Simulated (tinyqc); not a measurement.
From time with enhancement back to peak enhancement by the dopant: implant damage, amorphisation by cascade overlap, and solid-phase epitaxial regrowth. Computed by tinyqc, a small Python program. Command: `OMP_NUM_THREADS=1 python tinyqc.py 3113356 3113357 out.jsonl sper inv`. One thread of a shared host (Intel(R) Xeon(R) Processor @ 2.30GHz), about 0.01 s of CPU time with the checks.

Range and width of the damage are inputs. Dynamic annealing enters only through the surviving share f.

Inputs (values chosen for the exercise, modelled on arsenic ions in silicon):
```
quantity                           value    unit
atomic density N                    49.9  1/nm^3
ion Z1                                33       -
ion mass M1                         74.9       u
target Z2                             14       -
target mass M2                     28.09       u
ion energy E                         150     keV
displacement energy E_d               16      eV
depth of the damage peak R_d          86      nm
width of the damage profile s_d       49      nm
share of defects that survive f     0.87       -
critical displaced share x_c        0.13       -
dose Q                           3.1e+14  1/cm^2
regrowth prefactor v0            5.8e+15    nm/s
regrowth energy E_a                  2.7      eV
anneal temperature                   524       C
rate relative to (100)              0.04       -
```

Constants: a_0 = 0.529177210903 angstrom; e^2/(4 pi eps_0) = 14.39964548 eV angstrom; k_B = 8.617333262e-05 eV/K.

Method:
- Robinson partition: eps = E a M2/(Z1 Z2 (e^2/(4 pi eps_0)) (M1 + M2)), a = 0.8853 a_0/sqrt(Z1^(2/3) + Z2^(2/3)); k = 0.0793 Z1^(2/3) Z2^(1/2) (M1 + M2)^(3/2)/((Z1^(2/3) + Z2^(2/3))^(3/4) M1^(3/2) M2^(1/2)); damage energy T_d = E/(1 + k (eps + 0.40244 eps^(3/4) + 3.4008 eps^(1/6))); displacements nu = 0.8 T_d/(2 E_d).
- Displaced share x(z) = f nu Q exp(-(z - R_d)^2/(2 s_d^2))/(sqrt(2 pi) s_d N); the layer is amorphous where x > x_c, between R_d -/+ s_d sqrt(2 ln(x_max/x_c)), the upper edge being cut at the surface. Threshold dose Q_c = Q x_c/x_max.
- v = v0 x orientation factor x exp(-E_a/(k_B T)) x [1 + (enhancement - 1) exp(-(z - R_d)^2/(2 s_d^2))], T = anneal temperature + 273.15 K; the dopant is taken to follow the damage profile; the lower front moves from the lower edge z2 to the surface, or to the middle (z1 + z2)/2 of a buried layer with upper edge z1; time = int dz/v; the equivalent undoped distance is that time times the undoped velocity.

Problem. A run gave the result below. Find the peak enhancement by the dopant, known to lie between 5.2 and 14.

time with enhancement = 17967.23 s

Solution.

Each step takes the trial c = (a f_b - b f_a)/(f_b - f_a), f being the result less the target and a, b, c the logarithms of the listed values; c replaces end b, the old b replaces a if the sign of f changed, and otherwise f_a is halved.

Scan of the range:
```
peak enhancement by the dopant  time with enhancement (s)
5.20                                              30179.8
6.13                                              26493.4
7.23                                              23179.5
8.53                                              20216.9
10.10                                             17530.4
11.90                                             15224.4
14.00                                             13206.8
```

False position (Illinois rule, in the logarithm of the input) inside the bracket:
```
step    end a    end b    trial  time with enhancement (s)
1     8.53000  10.1000  9.82631                    17945.0
2     8.53000   9.8263  9.79941                    17986.8
3     9.82631   9.7994  9.81201                    17967.2
4     9.79941   9.8120  9.81200                    17967.2
```

Time with enhancement falls at every point of a 13-point scan of the range (every second point is shown), so one value fits; it is bracketed by 8.53 and 10.1. Answer: peak enhancement by the dopant = 9.812.

Caution: regrowth on (111) is not only slow but leaves twins, which a single velocity does not describe.
